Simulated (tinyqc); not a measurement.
# Frequency dispersion of an accumulation capacitance by border traps, distributed model: two studies

Traps spread evenly through the insulator exchange electrons with the semiconductor by tunnelling, with tau(x) = t0 exp(2 ka x) at depth x from the interface. The admittance per area Y seen at depth x obeys dY/dx = -Y^2/(i w eps0 eox) + q Nb ln(1 + i w tau)/tau, with Y(0) = i w Cs and w = 2 pi f; the gate sees Y(tox) = G + i w C. Working variable y = Y/(i w), in uF/cm^2. Cox = eps0 eox/tox.

Values chosen for this exercise; permittivity close to that of silicon dioxide: relative permittivity of the insulator eox = 3.82; insulator thickness tox = 3.5 nm; semiconductor capacitance in accumulation Cs = 1.7 uF/cm^2; density of border traps Nb = 1e20 cm^-3 eV^-1; decay constant of the wave function in the insulator ka = 5.5 1/nm; time constant of a trap at the interface t0 = 9e-11 s; frequency f = 1e5 Hz.

Constants: q = 1.602176634e-19 C, eps0 = 8.8541878128e-14 F/cm where lengths are in cm. Results are converted to the units shown.

Each table varies one quantity; the others keep the values above.

## Capacitance and loss against frequency

Cox; trap-free value 1/(1/Cox + 1/Cs); response depth d = ln(1/(w t0))/(2 ka), where w tau = 1; lumped estimate: all traps within d act as C_bt = q Nb d placed at d/2, so C = 1/{1/[1/(1/Cs + d/(2 eps0 eox)) + C_bt] + (tox - d/2)/(eps0 eox)}. C and G from a fine integration; dispersion -d C/d log10 f over C, from f times and over 1.1. For a broad spread of time constants G/w is close to -(pi/2) dC/d ln w.

The same in every row: trap-free C (uF/cm^2) = 0.6161.

Capacitance and loss against frequency:

| f (Hz) | d (nm) | C (uF/cm^2) | G/w (uF/cm^2) | dispersion (% a decade) | -(pi/2) dC/d ln w (uF/cm^2) | lumped C (uF/cm^2) |
|---|---|---|---|---|---|---|
| 10 | 1.726 | 1.072 | 0.05111 | 6.960 | 0.05089 | 0.9684 |
| 100 | 1.517 | 1.002 | 0.04537 | 6.615 | 0.04520 | 0.9228 |
| 1000 | 1.308 | 0.9388 | 0.04075 | 6.341 | 0.04061 | 0.8789 |
| 10000 | 1.098 | 0.8821 | 0.03706 | 6.138 | 0.03694 | 0.8362 |
| 1e5 | 0.8891 | 0.8302 | 0.03415 | 6.011 | 0.03404 | 0.7945 |
| 1e6 | 0.6798 | 0.7819 | 0.03194 | 5.969 | 0.03184 | 0.7531 |
| 1e7 | 0.4705 | 0.7365 | 0.03039 | 6.035 | 0.03032 | 0.7117 |

What does the table show?

C falls from 1.072 to 0.7365 uF/cm^2, towards the trap-free 0.6161; each decade of frequency removes ln 10/(2 ka) = 0.209 nm from the response depth. The dispersion goes from 6.96 through a minimum of 5.97 (at f = 1e6 Hz among the rows listed) to 6.03 % a decade and G/w falls from 0.0511 to 0.0304 uF/cm^2. G/w stays at 1.00 times -(pi/2) dC/d ln w, the relation for a broad spread of time constants.

## Effect of the decay constant of the wave function in the insulator

Same model as above.

The same in every row: trap-free C (uF/cm^2) = 0.6161.

Result of one run:

| ka (1/nm) | d (nm) | C (uF/cm^2) | G/w (uF/cm^2) | dispersion (% a decade) | -(pi/2) dC/d ln w (uF/cm^2) | lumped C (uF/cm^2) |
|---|---|---|---|---|---|---|
| 3.2 | 1.528 | 1.037 | 0.08314 | 11.62 | 0.08216 | 0.9252 |

What becomes of these results when the decay constant of the wave function in the insulator ka is changed from 3.2 to 6 1/nm, all else the same?

Result of the changed run:

| ka (1/nm) | d (nm) | C (uF/cm^2) | G/w (uF/cm^2) | dispersion (% a decade) | -(pi/2) dC/d ln w (uF/cm^2) | lumped C (uF/cm^2) |
|---|---|---|---|---|---|---|
| 6 | 0.8150 | 0.8103 | 0.03040 | 5.485 | 0.03032 | 0.7798 |

The whole series:

| ka (1/nm) | d (nm) | C (uF/cm^2) | G/w (uF/cm^2) | dispersion (% a decade) | -(pi/2) dC/d ln w (uF/cm^2) | lumped C (uF/cm^2) |
|---|---|---|---|---|---|---|
| 2.5 | 1.956 | 1.231 | 0.1456 | 17.00 | 0.1428 | 1.021 |
| 3.2 | 1.528 | 1.037 | 0.08314 | 11.62 | 0.08216 | 0.9252 |
| 3.9 | 1.254 | 0.9388 | 0.05759 | 8.930 | 0.05719 | 0.8678 |
| 4.6 | 1.063 | 0.8795 | 0.04416 | 7.326 | 0.04395 | 0.8291 |
| 5.3 | 0.9227 | 0.8394 | 0.03594 | 6.255 | 0.03582 | 0.8011 |
| 6 | 0.8150 | 0.8103 | 0.03040 | 5.485 | 0.03032 | 0.7798 |
| 6.7 | 0.7299 | 0.7882 | 0.02641 | 4.902 | 0.02636 | 0.7630 |
| 7.4 | 0.6608 | 0.7708 | 0.02340 | 4.442 | 0.02336 | 0.7494 |

As ka goes from 2.5 to 7.4, C falls from 1.23 to 0.771 uF/cm^2, the dispersion falls from 17.0 to 4.44 % a decade and G/w falls from 0.146 to 0.0234 uF/cm^2. The lumped estimate is 17 % below C in the first row and 2.8 % below it in the last.

Numbers from tinyqc (`OMP_NUM_THREADS=1 python tinyqc.py 2202074 2202075 out.jsonl`; about 0.4 s on one thread of a shared Intel Xeon 2.30GHz).
